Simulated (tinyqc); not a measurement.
# Gate-all-around wire, scale length and short-channel effects: two studies

A round wire of diameter ts in an insulator shell of thickness ti under a surrounding gate. Below threshold the potential that source and drain add obeys Laplace's equation and vanishes on the gate. Its lowest mode decays along the channel as exp(-k y); k is the smallest positive root of the matching condition at the interface, and the scale length is Lambda = pi/k.

Values chosen for this exercise; permittivities: semiconductor close to that of gallium nitride, insulator close to that of silicon nitride: temperature T = 273 K; relative permittivity of the semiconductor eps_r = 9.68; relative permittivity of the insulator ei = 7.26; insulator thickness ti = 4.4 nm; wire diameter ts = 3.6 nm; channel length L = 12 nm; potential of the source Vbi = 0.85 V; potential of the barrier top at threshold sT = 0.51 V; drain voltage Vds = 0.7 V.

Constants: q = 1.602176634e-19 C, kB = 1.380649e-23 J/K, Vt = kB T/q. Results are converted to the units shown.

Each table varies one quantity; the others keep the values above.

## Effect of the insulator thickness

k is the smallest positive root of f(k) = ei J0(u)[J1(u) Y0(v) - Y1(u) J0(v)] - eps_r J1(u)[J0(u) Y0(v) - Y0(u) J0(v)], u = k ts/2, v = u + k ti. Along the channel psi(y) = s + a exp(y/l) + b exp(-y/l) with psi(0) = Vbi, psi(L) = Vbi + Vds and l = 1/k = Lambda/pi; with A = Vbi - s, B = A + Vds, x = exp(-L/l): a = (B - A x) x/(1 - x^2), b = (A - B x)/(1 - x^2). The minimum is s + 2 sqrt(a b), at y = (l/2) ln(b/a). The long-channel potential follows the gate as s = sT + (Vg - VTL)/m, and the threshold VT is the gate voltage at which the minimum equals sT. Swing = m Vt ln 10/g at threshold, g = d(minimum)/ds = 1 - (b x + a)/((1 + x) sqrt(a b)). DIBL = [VT(0.05 V) - VT(Vds)]/(Vds - 0.05 V). sT and Vbi are held fixed; m = 1.

Results:
```
ti (nm)  Lambda (nm)  L/Lambda  VT - VTL at Vds (mV)  DIBL (mV/V)  swing (mV/decade)
1.5            4.682     2.563                -22.12        13.30              56.48
1.9            5.223     2.298                -34.30        20.72              57.74
2.5            6.012     1.996                -57.25        34.81              60.08
3.2            6.915     1.735                -90.83        55.70              63.45
4.2            8.193     1.465                -151.1        93.71              69.37
7              11.77     1.020                -392.9        249.9              92.39
```

Estimate the missing row, ti = 5.4 nm.

Computed row:
```
ti (nm)  Lambda (nm)  L/Lambda  VT - VTL at Vds (mV)  DIBL (mV/V)  swing (mV/decade)
5.4            9.723     1.234                -241.7        151.8              78.10
```

With this row back in the table: As ti goes from 1.5 to 7 nm, Lambda rises from 4.68 to 11.8 nm, DIBL rises from 13.3 to 250 mV/V and the swing rises from 56.5 to 92.4 mV a decade. On average Lambda goes as ti^(0.60). For ti = 4.2 to 7 nm L is under 1.5 Lambda, where higher modes, left out of the one-mode potential, count. In every row the semiconductor is under 4 nm thick, where quantum confinement shifts the threshold.

## Effect of the channel length

Same model as above.

The same in every row: Lambda (nm) = 8.448.

Effect of the channel length:
```
L (nm)  L/Lambda  VT - VTL at Vds = 0.05 V (mV)  VT - VTL at Vds (mV)  DIBL (mV/V)  swing (mV/decade)
9.3        1.101                         -191.1                -324.6        205.5              85.96
11         1.302                         -124.3                -209.5        131.1              75.01
13         1.539                         -78.30                -130.9        80.92              67.40
16         1.894                         -41.29                -68.41        41.72              61.20
19         2.249                         -22.58                -37.20        22.49              58.04
22         2.604                         -12.60                -20.68        12.43              56.33
27         3.196                         -4.872                -7.972        4.770              55.01
32         3.788                         -1.907                -3.117        1.861              54.50
38         4.498                        -0.6228                -1.017       0.6069              54.28
```

Read the table: what changes, and by how much?

From L = 9.3 to 38 nm, DIBL falls from 205 to 0.607 mV/V and the swing falls from 86.0 to 54.3 mV a decade (long-channel value 54.2). Between the last two rows the threshold shift at Vds decays with a length of 5.36 nm, against 2 Lambda/pi = 5.38 nm for a shift that goes as exp(-pi L/(2 Lambda)). DIBL first drops below 100 mV/V at L = 13 nm among the rows, L/Lambda = 1.5. For L = 9.3 to 11 nm L is under 1.5 Lambda, where higher modes, left out of the one-mode potential, count. In every row the semiconductor is under 4 nm thick, where quantum confinement shifts the threshold.

Numbers from tinyqc (`OMP_NUM_THREADS=1 python tinyqc.py 2420171 2420172 out.jsonl`; about 0.01 s on one thread of a shared Intel Xeon 2.30GHz).
